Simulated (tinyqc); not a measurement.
Inside a calculation. Model: anisotropic elasticity and sound waves of a cubic crystal. Computed by tinyqc, a small Python program that keeps every step. Command: `OMP_NUM_THREADS=1 python tinyqc.py 3019584 3019585 out.jsonl cubicelastic walk`. One thread of a shared host (Intel(R) Xeon(R) Processor @ 2.30GHz), about 0.01 s of CPU time with the checks. Intermediate numbers are printed to about 6 digits and carried at full precision; extremes and crossings named in words are read from the listed rows.

Voigt order 1..6 = xx, yy, zz, yz, xz, xy, with engineering shear strains. The rotated frame has x' as named, z' along the wafer normal and y' = z' x x'.

Inputs (values chosen for the exercise, modelled on indium arsenide):
```
quantity                                value    unit
C11                                     84.06     GPa
C12                                     45.29     GPa
C44                                     39.66     GPa
density rho                             5.661  g/cm^3
expansion coefficient of the film         4.4   ppm/K
expansion coefficient of the substrate    7.5   ppm/K
cooling Delta T                           200       K
```

Frame: (001) wafer, x' along [210].

wave normal (not normalised): 2  2.5  3.2

## Compliances and anisotropy

S11 = (C11 + C12)/D, S12 = -C12/D, D = (C11 - C12)(C11 + 2 C12), S44 = 1/C44. Zener ratio A = 2 C44/(C11 - C12); S0 = S11 - S12 - S44/2; H = 2 C44 + C12 - C11.

S11 = 19.1041 1/TPa

S12 = -6.68902 1/TPa

S44 = 25.2143 1/TPa

Zener ratio A = 2.04591

S0 = 13.1860 1/TPa

H = 40.55 GPa

## Stiffness in the rotated frame

direction cosines a (rows x', y', z' in the cube axes):
```
           x        y        z
x'   0.89443  0.44721  0.00000
y'  -0.44721  0.89443  0.00000
z'   0.00000  0.00000  1.00000
```

C'_ijkl = C12 delta_ij delta_kl + C44 (delta_ik delta_jl + delta_il delta_jk) - H sum_m a_im a_jm a_km a_lm.

C' (GPa):
```
        1       2       3       4       5       6
1  97.036  32.314  45.290   0.000   0.000   9.732
2  32.314  97.036  45.290   0.000   0.000  -9.732
3  45.290  45.290  84.060   0.000   0.000   0.000
4   0.000   0.000   0.000  39.660   0.000   0.000
5   0.000   0.000   0.000   0.000  39.660   0.000
6   9.732  -9.732   0.000   0.000   0.000  26.684
```

Normal stress couples to shear strain in this frame.

## Moduli along the axes of the frame

Invert C' to S'. E along x' = 1/S'11, along y' = 1/S'22; Poisson ratios nu(x'y') = -S'12/S'11 and nu(x'z') = -S'13/S'11; in-plane shear modulus 1/S'66.

E along x' = 67.1835 GPa

E along y' = 67.1835 GPa

nu(x'y') = 0.165910

nu(x'z') = 0.449392

in-plane shear modulus = 23.7573 GPa

E is the same along x' and y'.

## Thermal stress in a film with this orientation

On cooling, a thick substrate imposes eps_1 = eps_2 = (alpha_film - alpha_substrate) Delta T and eps_6 = 0; the free surface sets sigma_3 = sigma_4 = sigma_5 = 0, which fixes eps_3, eps_4, eps_5. Biaxial modulus M = (sigma_1 + sigma_2)/(2 eps); energy density M eps^2. Elastic response and constant coefficients are assumed.

in-plane strain = -0.62 per mille

elastic strain along the normal = 0.668089 per mille

stress along x' = -49.9392 MPa

stress along y' = -49.9392 MPa

biaxial modulus M = 80.5471 GPa

energy density = 0.0309623 MJ/m^3

The film ends in compression.

## Sound waves along the wave normal

In the cube axes, with unit normal n: G_ij = (C12 + C44) n_i n_j + (C44 - H n_i^2) delta_ij, eigenvalues rho v^2, eigenvectors u (columns, largest component positive). Group velocity V_i = [(C12 + C44)(u.n) u_i + C44 n_i - H u_i^2 n_i]/(rho v); its angle to n has cosine v/|V|.

Christoffel matrix (GPa):
```
         x        y        z
x  48.3276  20.7296  26.5339
y  20.7296  53.2032  33.1674
z  26.5339  33.1674  61.8492
```

phase velocities (m/s): 2042.16  2313.60  4397.44

polarisations:
```
        slow       fast  longitudinal
x  -0.234612   0.844163      0.482022
y  -0.647876  -0.505464      0.569880
z   0.724717  -0.178590      0.665501
```

group speeds (m/s): 2109.53  2506.10  4410.66

angles between V and n (degree): 14.5192  22.6036  4.4375

Energy flows off the wave normal by up to 22.6 degrees, for the fast transverse wave.

## Polycrystal bounds against single-crystal directions

B = (C11 + 2 C12)/3; Voigt G = (C11 - C12 + 3 C44)/5; Reuss G = 5/(4 (S11 - S12) + 3 S44); Hill is their mean; E = 9BG/(3B + G), nu = (3B - 2G)/(6B + 2G). Along <hkl>, with g = 0, 1/4, 1/3: 1/E = S11 - 2 S0 g; for a film with that normal C33 = C11 + 2 H g and M = [6B - (3B - C33) - (3B - C33)^2/C33]/2.

bulk modulus B = 58.2133 GPa

Averages:
```
average  G (GPa)  E (GPa)        nu
Voigt    31.5500  80.1672  0.270479
Reuss    27.9618  72.3080  0.292980
Hill     29.7559  76.2721  0.281630
```

Directions:
```
direction  E (GPa)  biaxial modulus M (GPa)
<100>      52.3447                   80.547
<110>      79.9289                  115.800
<111>      96.9606                  124.692
```

The bounds on G differ by 13 %, while E varies by a factor 1.85 with direction; with A above 1 the stiffest axis is <111>. Under a fixed mismatch strain, grains with a <100> normal store the least energy.

Checks made by the program: E along x' against 1/E = S11 - 2 S0 (l^2 m^2 + m^2 n^2 + n^2 l^2) (relative difference below 1e-10); closed form of M against the matrix solution (relative difference below 1e-10).
